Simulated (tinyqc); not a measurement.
Sputter depth profiling of a dopant layer: erosion rate, quantification and the mixing-roughness response: one step, computed by the program tinyqc. Command: `OMP_NUM_THREADS=1 python tinyqc.py 3028611 3028612 out.jsonl sims walk`. One thread of a shared host (Intel(R) Xeon(R) Processor @ 2.30GHz), about 0.06 s of CPU time with the checks.

A rastered ion beam erodes silicon (49.94 atoms per nm^3). The measured profile is the true one convolved with a depth response.

Task: Measured shape. Mixing alone turns a layer at z0 into (1/w) exp(-(z - z0 + w)/w) for z > z0 - w; roughness adds a Gaussian of width sigma. With x = z - z0 + w: g(x) = (1/(2w)) exp(sigma^2/(2 w^2) - x/w) erfc((sigma/w - x/sigma)/sqrt2), and its integral G(x) = (1/2) erfc(-x/(sigma sqrt2)) - w g(x). Measured: C [G(x) - G(x - b)]. Find the maximum, the full width at half maximum and the deep point where the profile falls to C_B; far down, the trailing edge decays by w ln(10) per decade.

Inputs (values chosen for the exercise, modelled on a dopant in silicon under an oxygen or caesium beam):
```
quantity                               value    unit
roughness sigma                          1.2      nm
depth of the top edge z0                  54      nm
box width b                              2.3      nm
box concentration C                  1.1e+19  1/cm^3
level that defines the junction C_B    1e+16  1/cm^3
```

True profile: box.

mixing length w = 2.308246 nm

Give: depth of the maximum; peak concentration; full width at half maximum; apparent junction depth; trailing slope.

Result:

depth of the maximum = 54.14 nm

peak concentration = 4.737e+18 1/cm^3

full width at half maximum = 4.636 nm

apparent junction depth = 69.40 nm

trailing slope = 5.315 nm/decade

The true deep edge lies at 56.3 nm, so the junction appears 13.1 nm too deep. The peak reaches 43.1 % of the true concentration. Caution: C_B lies below the detection limit, so this point could not be measured.
